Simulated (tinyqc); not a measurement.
Coverage along the feature as the dose grows: atomic layer deposition: Langmuir saturation, growth per cycle and coating of deep features. Computed by tinyqc, a small Python program. Command: `OMP_NUM_THREADS=1 python tinyqc.py 3029367 3029368 out.jsonl ald walk`. One thread of a shared host (Intel(R) Xeon(R) Processor @ 2.30GHz), about 0.02 s of CPU time with the checks.

Precursor A sticks only on free sites, so a long enough pulse saturates; co-reactant B then frees the sites again.

Inputs (values chosen for the exercise, modelled on aluminium oxide from trimethylaluminium and water):

| quantity | value | unit |
|---|---|---|
| precursor mass M | 72 | u |
| site density q | 4.9 | 1/nm^2 |
| sticking probability beta on free sites | 0.0047 | - |
| precursor pressure p | 0.65 | Pa |
| temperature T | 250 | C |
| pulse time t | 0.19 | s |
| desorption energy E_d | 1.99 | eV |
| aspect ratio a | 36 | - |

Feature: long trench.

Constants: u = 1.6605390666e-27 kg; k_B = 1.380649e-23 J/K; k_B = 8.617333262e-05 eV/K.

Method:
- Wall flux F = p/sqrt(2 pi M k_B T); rate of filling k_a = beta F/q; desorption k_d = 1e13 exp(-E_d/(k_B T)) per second. 1/m^2 = 1e-18/nm^2.
- Temperatures in kelvin are T(C) + 273.15.
- Diffusion-limited filling (Gordon) of a long trench of width w, hydraulic diameter 2w, so that a is replaced by a/2 in the hole formula: t = (q/F)(1 + 19a/8 + 3a^2/8). Reaction-limited filling needs ln(100)/k_a at any depth, k_a = beta F/q. Flow is molecular. The front picture holds when the modulus (a/2) sqrt(beta) is well above 1.
- Depth reached by the given pulse: solve the same formula for a. Exposure = p x diffusion-limited time; 1 langmuir = 1.33322e-4 Pa s.
- Continuum model with steady gas transport: d2n/dz2 = 3 beta (1 - th) n/d_h^2 (d_h the hydraulic diameter, n = 1 at the mouth, no flux at the floor, 60 cells), d th/dt = beta F n (1 - th)/q; no desorption. Times are multiples of the larger of the Gordon time and ln(100)/k_a.

diffusion-limited time = 0.317902 s

time to 99 % without desorption, ln(100)/k_a = 0.544084 s

flux F = 8824.25 1/(nm^2 s)

modulus = 1.23402

Coverage:

| multiple | t (s) | top cell | quarter depth | half depth | three quarters | floor cell |
|---|---|---|---|---|---|---|
| 0.05 | 0.02720 | 0.203 | 0.131 | 0.086 | 0.062 | 0.054 |
| 0.10 | 0.05441 | 0.364 | 0.249 | 0.169 | 0.125 | 0.110 |
| 0.20 | 0.10882 | 0.596 | 0.447 | 0.325 | 0.250 | 0.225 |
| 0.40 | 0.21763 | 0.838 | 0.717 | 0.587 | 0.492 | 0.457 |
| 0.60 | 0.32645 | 0.935 | 0.865 | 0.773 | 0.695 | 0.665 |
| 0.80 | 0.43527 | 0.974 | 0.939 | 0.888 | 0.840 | 0.820 |
| 1.00 | 0.54408 | 0.990 | 0.974 | 0.950 | 0.926 | 0.915 |
| 1.30 | 0.70731 | 0.997 | 0.993 | 0.986 | 0.979 | 0.976 |

What does the comparison show, and why?

At a multiple of 0.2 the coverage is 0.60 at the top and 0.23 at the floor. The coverage falls gradually with depth, without a sharp front. In the last row the floor reaches 0.976. Caution: the modulus is not well above 1 or the Gordon time is under three times ln(100)/k_a, so there is no sharp front: the Gordon time is only a lower bound and the reaction time must be met as well. Caution: for a long trench the a/2 rule ignores the ln(a)/a transmission of a slit, so times at large a are too long.
